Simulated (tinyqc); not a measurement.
Displacements against temperature: thermal displacements in the Debye model: Debye-Waller factors, bond-length spread and the Lindemann rule. Computed by tinyqc, a small Python program. Command: `OMP_NUM_THREADS=1 python tinyqc.py 3020543 3020544 out.jsonl debyewaller walk`. One thread of a shared host (Intel(R) Xeon(R) Processor @ 2.30GHz), about 0.01 s of CPU time with the checks.

A Debye spectrum with three branches of one velocity, cut at k_B Theta; 8 atoms per cube, nearest neighbours at d = 0.433013 a.

Inputs (values chosen for the exercise, modelled on germanium):
```
quantity                 value      unit
atomic mass M            72.63         u
Debye temperature Theta    280         K
lattice constant a       5.658  angstrom
temperature T              150         K
```

Structure: diamond.

reflection (h k l): 2  2  0

Constants: hbar^2/u = 4.18015928e-03 eV angstrom^2; k_B = 8.617333262e-05 eV/K.

Method:
- <u_x^2> = (3 hbar^2/(2 M k_B Theta)) int_0^1 s coth(s Theta/(2T)) ds (64 Gauss-Legendre points); it tends to 3 hbar^2/(4 M k_B Theta) at T = 0 and to 3 hbar^2 T/(M k_B Theta^2) at high T.
- B = 8 pi^2 <u_x^2>.
- G = 2 pi sqrt(h^2 + k^2 + l^2)/a; the intensity is multiplied by exp(-2W), 2W = G^2 <u_x^2>; the loss goes into thermal diffuse scattering.
- Correlated Debye model: sigma^2 = (3 hbar^2/(M k_B Theta)) int_0^1 s coth(s Theta/(2T)) [1 - sin(s q_D R)/(s q_D R)] ds for two atoms at distance R, q_D = (6 pi^2 n)^(1/3), n atoms per volume; uncorrelated motion would give 2 <u_x^2>.
- The correlation is 1 - sigma^2/(2 <u_x^2>); exp(-2W) uses 2W = G^2 <u_x^2>.

|G| = 3.14096 1/angstrom

Displacements (angstrom^2):
```
T (K)    <u_x^2>   classical  sigma^2 at d  sigma^2 at 2d  exp(-2W)
8.4    0.0017996  2.1468e-04     0.0023392      0.0035616   0.98240
28     0.0019067  7.1559e-04     0.0023549      0.0036107   0.98137
56     0.0022482   0.0014312     0.0025112      0.0039720   0.97806
98     0.0030317   0.0025046     0.0030681      0.0050554   0.97053
150    0.0041924   0.0038335     0.0040237      0.0067944   0.95948
220    0.0058715   0.0056225     0.0054818      0.0093807   0.94372
340    0.0088520   0.0086894     0.0081344       0.014029   0.91637
500     0.012889    0.012778      0.011767       0.020361   0.88059
620     0.015935    0.015845      0.014518       0.025146   0.85453
```

What does the comparison show, and why?

The classical line is within 5 % from T = 220 K (T/Theta = 0.79) on. The correlation of nearest neighbours grows from 0.35 to 0.54, since thermal motion weights long waves, which move neighbours together, more than zero-point motion does; at 2d it ends at 0.21. The reflection keeps 98 % of its intensity at the lowest T and 85 % at the highest.

Extremes, crossings and ranges named in words are read from the listed rows.
